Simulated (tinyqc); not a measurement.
# Activation energy from two powers

Inverse problem. P(T) = Pd + Pl (T/300 K)^2 exp[(q Ea/kB)(1/(300 K) - 1/T)]. Find Ea and Pl.

Values chosen for this exercise:
```
symbol  value  unit                                  meaning
Pd         37     W  temperature-independent switching power
```

Constants: q = 1.602176634e-19 C, kB = 1.380649e-23 J/K. Results are converted to the units shown.

P at T = 340 and 380 K (W): [45.5782548, 77.4874434]

Answer. Subtract Pd; the ratio of the leakage powers, divided by the T^2 factors, is an Arrhenius factor.

Ea = 0.370 eV
Pl = 1.24 W

Program tinyqc, `OMP_NUM_THREADS=1 python tinyqc.py 2520054 2520055 out.jsonl`; Intel Xeon 2.30GHz, shared host, one thread, about 0.01 s.
